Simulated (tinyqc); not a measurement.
# Size effects in the resistivity of thin metal films and interconnect lines, step by step

A worked calculation. Computed by tinyqc, a small Python program that keeps every step. Command: `OMP_NUM_THREADS=1 python tinyqc.py 3015016 3015017 out.jsonl size walk`. One thread of a shared host (Intel(R) Xeon(R) Processor @ 2.30GHz), about 0.01 s of CPU time with the checks. Intermediate numbers are printed to about 7 digits and carried at full precision; extremes and crossings named in words are read from the listed rows.

Electrons lose their drift at surfaces (a share 1 - p of the hits) and at grain boundaries (reflection R), besides bulk scattering.

Inputs (values chosen for the exercise, modelled on ruthenium):
```
quantity                     value         unit
bulk resistivity rho_b        7.64  microohm cm
bulk mean free path lambda    6.35           nm
specularity p                    0            -
grain-boundary reflection R   0.22            -
film thickness h               110           nm
grain size over thickness      1.2            -
```

Geometry: film.

## Grain size

D = (ratio) h.

grain size D = 132 nm

## Grain boundaries

Mayadas-Shatzkes: alpha = (lambda/D) R/(1 - R); rho_b/rho = 1 - 3 alpha/2 + 3 alpha^2 - 3 alpha^3 ln(1 + 1/alpha).

alpha = 0.01356838

rho/rho_b from grains = 1.020234

The linear estimate 1 + 3 alpha/2 gives 1.020, within 2 %.

## Surfaces

Fuchs-Sondheimer film: rho_b/rho = 1 - (3/(2 kappa))(1 - p) int_0^1 (s - s^3)(1 - exp(-kappa/s))/(1 - p exp(-kappa/s)) ds, f = rho/rho_b, kappa = thickness/lambda, 80 Gauss-Legendre points.

kappa = h/lambda = 17.32283

rho/rho_b from surfaces = 1.022127

The thick-film form 1 + 3 (1 - p)/(8 kappa) gives 1.022, a deviation of 0.0 %.

## Resistivity of the film

Both together (Mayadas-Shatzkes film): rho_b/rho = (rho_b/rho of the grains alone) - (6/(pi kappa))(1 - p) int_0^(pi/2) dphi int_0^1 ds (cos^2 phi/H^2)(s - s^3)(1 - exp(-kappa H/s))/(1 - p exp(-kappa H/s)), H = 1 + alpha/(cos phi sqrt(1 - s^2)), 40 x 80 Gauss-Legendre points. Sheet resistance rho/h; additive estimate rho_b (f_surface + f_grain - 1).

resistivity rho = 7.962702 microohm cm

sheet resistance = 0.7238820 ohm

additive estimate = 7.963635 microohm cm

error of the additive estimate = 0.01171603 %

Adding the two excesses (Matthiessen's rule) is 0.0 % high.

## Exact and approximate surface terms

Thick-film form 1 + 3 (1 - p)/(8 kappa); thin-film form (4/3)((1 - p)/(1 + p))/(kappa ln(1/kappa)).

Rho/rho_b:
```
kappa        h (nm)     exact  thick-film form  thin-film form
0.01   6.350000e-02  26.48360          38.5000        28.95297
0.02   1.270000e-01  15.33292          19.7500        17.04148
0.05   3.175000e-01   7.72766           8.5000         8.90155
0.1    6.350000e-01   4.78166           4.7500         5.79059
0.2    1.270000e+00   3.09586           2.8750         4.14223
0.5    3.175000e+00   1.91615           1.7500               -
1      6.350000e+00   1.46229           1.3750               -
2      1.270000e+01   1.22084           1.1875               -
5      3.175000e+01   1.08102           1.0750               -
10     6.350000e+01   1.03896           1.0375               -
```

The thick-film form is within 5 % down to kappa = 2; at kappa = 0.01 it is 1.45 times the exact value and the thin-film form 1.09 times. The resistivity doubles between 1.27 and 3.17 nm. Rows thinner than about 5 nm only illustrate the formulas.

Checks made by the program: grain-boundary formula against its angular integral 3 int_0^1 c^3/(c + alpha) dc (relative difference below 1e-10); combined formula at alpha -> 0 against Fuchs-Sondheimer (relative difference 1e-07).
